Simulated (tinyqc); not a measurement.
Inside a calculation. Method: RKS/B3LYP (VWN-RPA form) in the sto-3g basis, for BeH2, spin multiplicity 1. One step of it, computed by the program tinyqc.

Question. Iteration 7 (converged): orbitals. Diagonalise F' = X^T F X, C = X C', fill 3 alpha and 3 beta electrons from the bottom; D = 2 C_occ C_occ^T. Each column has its largest component positive (the first on a tie).

converged F (hartree), order 1Be 1s, 1Be 2s, 1Be 2px, 1Be 2py, 1Be 2pz, 2H 1s, 3H 1s:
```
[[-3.886190, -1.139785, 0.000000, 0.000000, 0.000685, -0.200959, -0.200959],
 [-1.139785, -0.516855, 0.000000, 0.000000, -0.001586, -0.242801, -0.242801],
 [0.000000, 0.000000, 0.044075, 0.000000, 0.000000, 0.000000, 0.000000],
 [0.000000, 0.000000, 0.000000, -0.100891, 0.000000, -0.205895, 0.205895],
 [0.000685, -0.001586, 0.000000, 0.000000, 0.043885, -0.007616, -0.007616],
 [-0.200959, -0.242801, 0.000000, -0.205895, -0.007616, -0.176337, -0.018444],
 [-0.200959, -0.242801, 0.000000, 0.205895, -0.007616, -0.018444, -0.176337]]
```

X, order 1Be 1s, 1Be 2s, 1Be 2px, 1Be 2py, 1Be 2pz, 2H 1s, 3H 1s:
```
[[1.028562, -0.151111, 0.000000, 0.000000, -0.000761, 0.020893, 0.020893],
 [-0.151111, 1.170996, 0.000000, 0.000000, 0.007091, -0.237565, -0.237565],
 [0.000000, 0.000000, 1.000000, 0.000000, 0.000000, 0.000000, 0.000000],
 [0.000000, 0.000000, 0.000000, 1.243186, 0.000000, -0.331738, 0.331738],
 [-0.000761, 0.007091, 0.000000, 0.000000, 1.000348, -0.011715, -0.011715],
 [0.020893, -0.237565, 0.000000, -0.331738, -0.011715, 1.192034, -0.062068],
 [0.020893, -0.237565, 0.000000, 0.331738, -0.011715, -0.062068, 1.192034]]
```

Give: F' = X^T F X; orbital energies; coefficients C; D after iteration 7.

Answer.

F' = X^T F X (hartree):
```
[[-3.7832, -0.6313, 0.0000, 0.0000, -0.0002, -0.0144, -0.0144],
 [-0.6313, -0.1747, 0.0000, 0.0000, 0.0051, -0.1729, -0.1729],
 [0.0000, 0.0000, 0.0441, 0.0000, 0.0000, 0.0000, 0.0000],
 [0.0000, 0.0000, 0.0000, 0.1490, 0.0000, -0.2590, 0.2590],
 [-0.0002, 0.0051, 0.0000, 0.0000, 0.0443, -0.0086, -0.0086],
 [-0.0144, -0.1729, 0.0000, -0.2590, -0.0086, 0.0132, -0.0589],
 [-0.0144, -0.1729, 0.0000, 0.2590, -0.0086, -0.0589, 0.0132]]
```

orbital energies (hartree): [-3.8914, -0.2941, -0.2578, 0.0432, 0.0441, 0.1829, 0.4789]

coefficients C, order 1Be 1s, 1Be 2s, 1Be 2px, 1Be 2py, 1Be 2pz, 2H 1s, 3H 1s:
```
[[0.9888, -0.2236, 0.0000, 0.0231, 0.0000, -0.2313, 0.0000],
 [0.0430, 0.6213, 0.0000, -0.0953, 0.0000, 1.0536, 0.0000],
 [0.0000, 0.0000, 0.0000, 0.0000, 1.0000, 0.0000, 0.0000],
 [0.0000, 0.0000, 0.4833, 0.0000, 0.0000, 0.0000, 1.2377],
 [0.0001, 0.0078, 0.0000, 0.9949, 0.0000, 0.1054, 0.0000],
 [-0.0067, 0.3794, 0.4370, 0.0487, 0.0000, -0.7410, -0.8399],
 [-0.0067, 0.3794, -0.4370, 0.0487, 0.0000, -0.7410, 0.8399]]
```

D after iteration 7, order 1Be 1s, 1Be 2s, 1Be 2px, 1Be 2py, 1Be 2pz, 2H 1s, 3H 1s:
```
[[2.0553, -0.1929, 0.0000, 0.0000, -0.0034, -0.1829, -0.1829],
 [-0.1929, 0.7757, 0.0000, 0.0000, 0.0097, 0.4709, 0.4709],
 [0.0000, 0.0000, 0.0000, 0.0000, 0.0000, 0.0000, 0.0000],
 [0.0000, 0.0000, 0.0000, 0.4672, 0.0000, 0.4224, -0.4224],
 [-0.0034, 0.0097, 0.0000, 0.0000, 0.0001, 0.0059, 0.0059],
 [-0.1829, 0.4709, 0.0000, 0.4224, 0.0059, 0.6699, -0.0938],
 [-0.1829, 0.4709, 0.0000, -0.4224, 0.0059, -0.0938, 0.6699]]
```
